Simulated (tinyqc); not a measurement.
Trench capacitor in an array: capacitance, non-linearity, leakage and relaxation: one step of the calculation.

A film between two metal electrodes, each interface adding a series capacitance ci. The small-signal permittivity is ek (1 + aq E^2); the field is found with the linear permittivity. Leakage J = J0 sinh(E/Ef). After a voltage step the film passes a relaxation current kr C V tt^(-nr), tt being the time in seconds. The sidewall is a coaxial capacitor with radii a = dm/2 - t and b = dm/2, depth AR dm; the end face is left out.

Question. Planar capacitance, field and non-linearity. Planar film: Cf = eps0 ek/t, 1/C = 1/Cf + 2/ci, EOT = 3.9 eps0/C, effective permittivity C t/eps0, E = (V/t) C/Cf; quadratic coefficient [C(V)/C - 1]/V^2 with Cf (1 + aq E^2) in C(V).

Inputs (values chosen for the exercise); permittivity of the order of that of silicon nitride:
```
symbol,value,unit,meaning
ek,6.73,,relative permittivity of the film
t,6.2,nm,film thickness
ci,1000,uF/cm^2,capacitance of each electrode interface (dead layer and screening)
aq,0.0025,cm^2/MV^2,quadratic field coefficient of the permittivity
V,0.9,V,bias
J0,3.7e-10,A/cm^2,leakage prefactor
Ef,0.38,MV/cm,field for an e-fold rise of the leakage
```

Constants: eps0 = 8.8541878128e-14 F/cm where lengths are in cm. Results are converted to the units shown.

Give: Cf; C; EOT; effective permittivity; E; quadratic coefficient; J.

Answer.

Cf = 0.96111 uF/cm^2
C = 0.95926 uF/cm^2
EOT = 3.5998 nm
effective permittivity = 6.7171
E = 1.4488 MV/cm
quadratic coefficient = 6466.2 ppm/V^2
J = 8.3714e-9 A/cm^2

The interfaces take 0.192 % of the voltage.

tinyqc, about 0.01 s, one thread, Intel Xeon 2.30GHz (shared host): `OMP_NUM_THREADS=1 python tinyqc.py 2102073 2102074 out.jsonl`
